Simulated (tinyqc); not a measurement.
Worked calculation: one-electron ion in a basis of Gaussians. One step of it, computed by the program tinyqc.

Problem. Generalised eigenproblem. Solve H C = S C e through S^(-1/2); each column has its largest component positive (the first on a tie).

H = T + V (hartree), lower triangle:
```
           1          2          3         4          5
1  -2.789611
2  -3.113639  -3.693558
3  -3.091340  -4.019593  -3.229899
4  -2.764140  -4.349019  -3.131292  3.363979
5  -2.301071  -4.212875  -4.756274  5.428064  31.387362
```

S, lower triangle:
```
          1         2         3         4         5
1  1.000000
2  0.816344  1.000000
3  0.484333  0.816317  1.000000
4  0.243002  0.484282  0.816291  1.000000
5  0.113827  0.243062  0.484410  0.816451  1.000000
```

Give: eigenvalues of S; eigenvalues; coefficients.

Solution.

eigenvalues of S: 0.0204  0.0984  0.3939  1.3035  3.1838

eigenvalues (hartree): -4.4827  -0.7088  5.0667  26.6960  98.9197

coefficients:
```
        1        2        3        4        5
1  0.1693   1.6374  -1.3265   0.6388  -0.3146
2  0.4927  -1.1728   3.0334  -2.0378   1.0485
3  0.3392  -0.0405  -2.1876   3.3401  -2.1745
4  0.0882  -0.1076   0.2327  -2.4352   3.1739
5  0.0535  -0.0198  -0.1283   0.1755  -2.2202
```

For Z = 3 and l = 0 the exact lowest level is -Z^2/(2 n^2) with n = l + 1: -4.500000 hartree.
